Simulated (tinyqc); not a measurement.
Dielectric confinement in a thin film (image charges): one step. Images for a charge at the centre. Four cases, with inputs chosen for the exercise.

Question. Give lam, the first five terms (q/eps) lam^n/(n t), their sum and the closed form.

A film |z| < t/2 of dielectric constant eps between half-spaces of dielectric constant e2; lam = (eps - e2)/(eps + e2), q = e^2/(4 pi eps0). The self-energy of a band edge is taken with the high-frequency value, e2 = eh, and the field of a fixed ion with the static one, e2 = eo. A charge at z has images lam^|n| at n t + (-1)^n z. Its self-energy is S(z) = (q/2 eps) sum over n >= 1 of lam^n [1/(n t - 2z) + 1/(n t + 2z)] for odd n and 2 lam^n/(n t) for even n; at the centre S(0) = -(q/(eps t)) ln(1 - lam).

Constants: e^2/(4 pi eps0) = 14.39964547 eV angstrom.

Give: lam; terms; sum of five; S(0).

Case 1.

Values chosen (out of a larger set: near those of a Ge film between layers of HfO2; not measured data): t = 74 angstrom (film thickness); eps = 15.5 (dielectric constant of the film); eh = 4.1 (high-frequency dielectric constant outside).

Answer.

lam = 0.5816

terms (meV): 7.30  2.12  0.82  0.36  0.17

sum of five = 10.78 meV
S(0) = 10.94 meV

The surroundings screen less than the film, so the images repel and each band edge moves outwards: the gap changes by about 2 S = +22 meV. The static value 22.9 would give S(0) = -2.2 meV.

Case 2.

Values chosen (out of a larger set: near those of a Si (100) film, two-fold valleys, between layers of SiO2; not measured data): t = 82 angstrom (film thickness); eps = 11.7 (dielectric constant of the film); eh = 2.1 (high-frequency dielectric constant outside).

Answer.

lam = 0.6957

terms (meV): 10.44  3.63  1.68  0.88  0.49

sum of five = 17.12 meV
S(0) = 17.85 meV

The surroundings screen less than the film, so the images repel and each band edge moves outwards: the gap changes by about 2 S = +36 meV. The static value 4 would give S(0) = +10.1 meV.

Case 3.

Values chosen (out of a larger set: near those of a Si (100) film, two-fold valleys, between layers of Al2O3; not measured data): t = 80 angstrom (film thickness); eps = 12 (dielectric constant of the film); eh = 3.1 (high-frequency dielectric constant outside).

Answer.

lam = 0.5894

terms (meV): 8.84  2.61  1.02  0.45  0.21

sum of five = 13.14 meV
S(0) = 13.35 meV

The surroundings screen less than the film, so the images repel and each band edge moves outwards: the gap changes by about 2 S = +27 meV. The static value 8.9 would give S(0) = +2.4 meV.

Case 4.

Values chosen (out of a larger set: near those of a Si (100) film, two-fold valleys, between layers of a low-k oxide; not measured data): t = 40 angstrom (film thickness); eps = 11.7 (dielectric constant of the film); eh = 1.9 (high-frequency dielectric constant outside).

Answer.

lam = 0.7206

terms (meV): 22.17  7.99  3.84  2.07  1.20

sum of five = 37.27 meV
S(0) = 39.23 meV

The surroundings screen less than the film, so the images repel and each band edge moves outwards: the gap changes by about 2 S = +78 meV. The static value 2.6 would give S(0) = +31.1 meV.

Computed by tinyqc, one run a case: `OMP_NUM_THREADS=1 python tinyqc.py N N+1 out.jsonl` with N = 1282206, 1282270, 1282433, 1282581; one thread of a shared Intel(R) Xeon(R) Processor @ 2.30GHz, about 0.09 s a run at most.
